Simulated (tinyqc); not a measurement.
What each parameter does: six-band hole subbands of a thin body in a field.

Basis X, Y, Z times spin, hole energies counted downwards from the unstrained edge (the hydrostatic shift is left out), c = hbar^2/2m0. For a symmetric tensor T let C(T) have C_XX = L Txx + M (Tyy + Tzz), C_XY = N Txy (cyclic), L = c (g1 + 4 g2), M = c (g1 - 2 g2), N = 6 c g3. k = q + kz n, n the unit normal, q = k1 u + k2 v with u along the channel [1-10] and v = n x u. H = C(k k^T) + (Dso/3)(1 - L.sigma) - B + e F z with (L_k)_ij = -i epsilon_kij; B is the block C built from the traceless strain with 2b, -b and sqrt(3) d in place of L, M, N. Strain: exx = eyy = (s11 + s12) sx/2, ezz = s12 sx, exy = -s44 sx/4. Hard walls at z = 0 and t; basis sin(j pi z/t), j = 1 to Nz: kz^2 = (j pi/t)^2, kz = -i D with D_jl = 4 j l/(t (j^2 - l^2)), z_jj = t/2 and z_jl = -8 t j l/(pi (j^2 - l^2))^2 for j + l odd; 1 MV/cm = 0.01 eV/angstrom.

Nz = 14. E1 is the top subband at q = 0, gap the distance to the next pair, and the masses are c q^2/(E(q) - E1) at |q| = 0.02 1/angstrom (mean of the spin pair) along the channel [1-10] and across it in the plane; a dash marks a band that does not rise.

Constants: hbar^2/2m0 = 3.80998211 eV angstrom^2.

Inputs chosen for the exercise (near those of a p-type Si channel; shifted at random, so the results belong to these values and not to a real crystal):
- g1 = 4.27 (Luttinger gamma1)
- g2 = 0.34 (gamma2)
- g3 = 1.45 (gamma3)
- Dso = 0.043 eV (spin-orbit splitting)
- b = -2.08 eV (tetragonal potential)
- d = -4.88 eV (trigonal potential)
- S = (7.55, -2.14, 12.55) 1/TPa (compliances s11, s12, s44)
- face = 110 (surface)
- t = 30 angstrom (body thickness)
- F = 0.8 MV/cm (field across the body)
- sx = 1 GPa (stress along the channel [1-10], negative in compression)

Six bands.

Results for these values:

| case | E1 (meV) | gap (meV) | m channel (m0) | m across (m0) |
|---|---|---|---|---|
| base | 142.6 | 69.7 | 0.115 | 0.279 |

What happens to each result for Dso = 0.065 eV, all else kept?

Answer: E1 rises from 142.6 to 148.1; gap falls from 69.7 to 69.6; m channel rises from 0.115 to 0.116; m across does not change at the printed digits.

The same for each parameter in turn:

| case | E1 (meV) | gap (meV) | m channel (m0) | m across (m0) |
|---|---|---|---|---|
| base | 142.6 | 69.7 | 0.115 | 0.279 |
| t = 40 angstrom | 142.4 | 66.8 | 0.116 | 0.279 |
| F = 1.1 MV/cm | 165.0 | 85.7 | 0.115 | 0.279 |
| sx = 0.5 GPa | 124.6 | 70.0 | 0.115 | 0.279 |
| g3 = 1.35 | 169.1 | 89.1 | 0.119 | 0.278 |
| g2 = 0.39 | 148.1 | 74.2 | 0.115 | 0.286 |
| Dso = 0.065 eV | 148.1 | 69.6 | 0.116 | 0.279 |
| d = -3.9 eV | 137.4 | 69.8 | 0.115 | 0.279 |

Run: tinyqc, `OMP_NUM_THREADS=1 python tinyqc.py 1250397 1250398 out.jsonl`; Intel(R) Xeon(R) Processor @ 2.30GHz, one thread, shared host; about 0.3 s of CPU time with all checks.
